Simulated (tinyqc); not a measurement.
Worked calculation: conduction-band anticrossing with a localised impurity level. Values are carried at full precision from step to step, so a last printed digit may differ when a step is redone from the rounded ones.

Host conduction band EM(k) = Eg - al x + c k^2/mM, c = hbar^2/2m0, coupled to a flat level EI by V = C sqrt(x): H = [[EM, V], [V, EI]], E+/- = (EM + EI)/2 +/- sqrt((EM - EI)^2/4 + V^2). The host weight of a state at E is f = 1/(1 + V^2/(E - EI)^2), and its mass at k = 0 is mM/f. The gap is E-(0), the valence top staying at 0.

Constants: hbar^2/2m0 = 3.80998211 eV angstrom^2.

Inputs chosen for the exercise (host near GaAs; not measured data): Eg = 1.491 eV (gap at Gamma to the s-like level); mM = 0.0662 m0 (mass of the host band); EI = 1.739 eV (impurity level, from the valence top of the host); C = 2.71 eV (coupling); al = 0.84 eV (linear shift of the host edge); x = 0.021 (impurity fraction); k = 0.03 1/angstrom (wave vector).

## The two levels at k = 0

Give EM, V, both levels, their host weights, the gap and the mass of the band at the gap.

EM(0) = 1.4734 eV
V = 0.3927 eV

E-, E+ (eV): 1.1916  2.0207

host weights: 0.6602  0.3398

gap = 1.1916 eV
mass of E- = 0.1003 m0

The gap is 299 meV below that of the host, 143 meV per 1 % of impurity. V/|EM - EI| = 1.48; second-order perturbation theory would shift the host level by V^2/(EM - EI) = -581 meV, the exact shift is -282 meV.

## The levels at one k

Fill in the matrix and give levels and weights.

H (eV):
```
            host  impurity
host      1.5252    0.3927
impurity  0.3927    1.7390
```

E-, E+ (eV): 1.2251  2.0391

host weights: 0.6313  0.3687

## Dispersion

Seven points from k = 0 to 0.12 1/angstrom.

Levels (eV):

| k (1/angstrom) | EM | E- | E+ | host weight of E- |
|---|---|---|---|---|
| 0.000 | 1.4734 | 1.1916 | 2.0207 | 0.660 |
| 0.020 | 1.4964 | 1.2067 | 2.0287 | 0.648 |
| 0.040 | 1.5654 | 1.2500 | 2.0544 | 0.608 |
| 0.060 | 1.6805 | 1.3160 | 2.1036 | 0.537 |
| 0.080 | 1.8417 | 1.3943 | 2.1864 | 0.435 |
| 0.100 | 2.0489 | 1.4718 | 2.3161 | 0.316 |
| 0.120 | 2.3021 | 1.5373 | 2.5038 | 0.209 |

E- flattens towards EI = 1.739 eV, which it cannot cross: its width is bounded by 0.547 eV, of which 63 % is used up at the last point. The unmixed host band crosses EI at k = 0.0679 1/angstrom, where the splitting is smallest, 2V = 0.785 eV.

## Checks

- Closed form against diagonalisation: they agree to 1e-10 or better.
- Mass mM/f against the curvature of the band: both 0.1003.

tinyqc: `OMP_NUM_THREADS=1 python tinyqc.py 1081273 1081274 out.jsonl`; about 0.01 s, one thread, shared Intel(R) Xeon(R) Processor @ 2.30GHz.
